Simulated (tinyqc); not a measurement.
Fully depleted semiconductor-on-insulator film with two gates, non-linear Poisson equation by Newton steps: one step of the calculation.

One dimension across the film, front interface at x = 0, back interface at x = ts. psi is counted from the intrinsic level, n = ni exp(psi/Vt) (source grounded), holes neglected, acceptors ionised. Gates act through Cox = eps0 eox/tox and Cbox = 3.9 eps0/tb with potentials G1 = Vg - (phiM - chi - Vt ln(Nc/ni)) and G2 = Vb - (phiB - chi - Vt ln(Nc/ni)). Classical Boltzmann densities, no interface charge, no depletion in the back plane.

Problem. Electron sheet density, centroid and oxide fields. n_i = ni exp(psi_i/Vt); N_inv = sum w_i n_i with w = ts/10, halved at the ends; centroid sum w n x/N_inv; fields (G1 - psi_0)/tox and (G2 - psi_10)/tb.

Values chosen for this exercise; band and dielectric values close to those of silicon:
- T = 300 K (temperature)
- tox = 0.93 nm (insulator thickness)
- ts = 7.3 nm (film thickness)
- tb = 52 nm (buried-oxide thickness (eps_r 3.9))

Constants: q = 1.602176634e-19 C, kB = 1.380649e-23 J/K, Vt = kB T/q. Results are converted to the units shown.

converged psi, node 0 to 10 (V): [0.54228983, 0.52532896, 0.51245590, 0.50206766, 0.49334224, 0.48580357, 0.47915168, 0.47318558, 0.46776411, 0.46278440, 0.45816919]
ni = 7.2904693e9 cm^-3
G1 = 0.62080077 V
G2 = -0.47919923 V

Give: n; N_inv; centroid; field in the front oxide; field in the buried oxide.

Solution.

n, node 0 to 10 (cm^-3): [9.393e18, 4.874e18, 2.962e18, 1.982e18, 1.414e18, 1.057e18, 8.169e17, 6.485e17, 5.258e17, 4.337e17, 3.628e17]
N_inv = 1.430e12 cm^-2
centroid = 1.753 nm
field in the front oxide = 0.8442 MV/cm
field in the buried oxide = -0.1803 MV/cm

The centroid lies at 0.24 of the film, near the front interface.

Range of the model: In so thin a film or at such density quantum confinement moves the charge away from the interfaces and raises the threshold.

tinyqc, about 0.6 s, one thread, Intel Xeon 2.30GHz (shared host): `OMP_NUM_THREADS=1 python tinyqc.py 2190130 2190131 out.jsonl`
